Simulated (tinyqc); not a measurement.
Body thickness for a wanted scale length.

Problem. A double-gate structure has tan(pi ti/Lambda) tan(pi ts/(2 Lambda)) = ei/eps_r, both angles below pi/2. Find ts.

Parameters, values chosen for the exercise; permittivities: semiconductor made up, insulator close to that of zirconium oxide:
```
symbol  value  unit                                     meaning
eps_r    17.4        relative permittivity of the semiconductor
ei         25            relative permittivity of the insulator
ti        1.8    nm                         insulator thickness
```

Lambda = 8.5044884 nm

Answer. The condition is explicit in ts: an arctangent, taken between 0 and pi/2.

ts = 5.800 nm

tinyqc, about 0.01 s, one thread, Intel Xeon 2.30GHz (shared host): `OMP_NUM_THREADS=1 python tinyqc.py 2420093 2420094 out.jsonl`
